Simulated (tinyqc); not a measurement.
The first four gaps: longitudinal sound in a periodic multilayer: transfer matrices, stop bands and folded phonons. Computed by tinyqc, a small Python program. Command: `OMP_NUM_THREADS=1 python tinyqc.py 3003909 3003910 out.jsonl multilayer walk`. One thread of a shared host (Intel(R) Xeon(R) Processor @ 2.30GHz), about 0.01 s of CPU time with the checks.

Layers 1 and 2 repeat with period d = d_1 + d_2; waves travel normal to the layers, without loss. State vector (u, s): displacement u and stress divided by omega. Impedances Z = rho v are in 1e6 kg/(m^2 s).

Inputs (values chosen for the exercise, modelled on gallium arsenide (layer 1), aluminium arsenide (layer 2) and silicon (substrate)):
```
quantity            value    unit
density rho_1         5.3  g/cm^3
velocity v_1         4670     m/s
thickness d_1        11.4      nm
density rho_2        3.83  g/cm^3
velocity v_2         5640     m/s
thickness d_2        13.6      nm
substrate density    2.32  g/cm^3
substrate velocity   8350     m/s
```

Method:
- Z = rho v; interface reflection r = (Z_2 - Z_1)/(Z_2 + Z_1) (stress amplitude, from 1 into 2); Bragg frequency f_B = 1/[2 (d_1/v_1 + d_2/v_2)]; long-wave velocity v_eff = d/sqrt[(d_1/v_1)^2 + (d_2/v_2)^2 + (Z_1/Z_2 + Z_2/Z_1)(d_1/v_1)(d_2/v_2)].
- A layer maps (u, s) by [[cos p, sin p/Z], [-Z sin p, cos p]], p = 2 pi f d_i/v_i; one period is M = M_2 M_1, and cos(q d) = trace(M)/2.
- Gap m contains m f_B; its edges, where trace(M)/2 = (-1)^m, are found by root search. Weak-contrast estimate of the width: (4 f_B/pi) |r sin(m pi a)|, a = (d_1/v_1)/(d_1/v_1 + d_2/v_2).

Bragg frequency f_B = 103.040 GHz

Z_1 = 24.751

Z_2 = 21.6012

interface reflection r = -0.0679536

Stop bands (GHz):
```
m  lower edge  upper edge   width  weak-contrast estimate
1       98.58      107.50  8.9217                  8.9148
2      206.00      206.17  0.1718                  0.1718
3      304.66      313.58  8.9183                  8.9115
4      411.99      412.33  0.3435                  0.3435
```

What follows from these numbers?

With a = 0.503, gap 1 is the widest and gap 2 the narrowest: the layers are near a quarter wave each at f_B, so the even gaps almost close. The weak-contrast estimate misses the first width by -0.1 % at |r| = 0.07. Odd gaps open at the edge of the folded zone (q = pi/d), even ones at its centre.
